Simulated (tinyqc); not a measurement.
Gain factor and gap resistance from two string resistances.

Problem. At small bit-line voltage each of the 64 cells has the resistance 1/(K x) at overdrive x (no mobility reduction) in series with a gap resistance Rg. Find K, Rg and the share of the gaps at the higher overdrive.

resistance of a string of 64 equal cells at overdrives of 4.4 and 7.3 V (kohm): 2360.4111  2109.1793

Solution. The resistance per cell is a straight line in 1/x with slope 1/K and intercept Rg.

K = 23.00 uA/V^2
Rg = 27.00 kohm
share of the gaps = 81.93 %

tinyqc, about 0.7 s, one thread, Intel Xeon 2.30GHz (shared host): `OMP_NUM_THREADS=1 python tinyqc.py 2142201 2142202 out.jsonl`
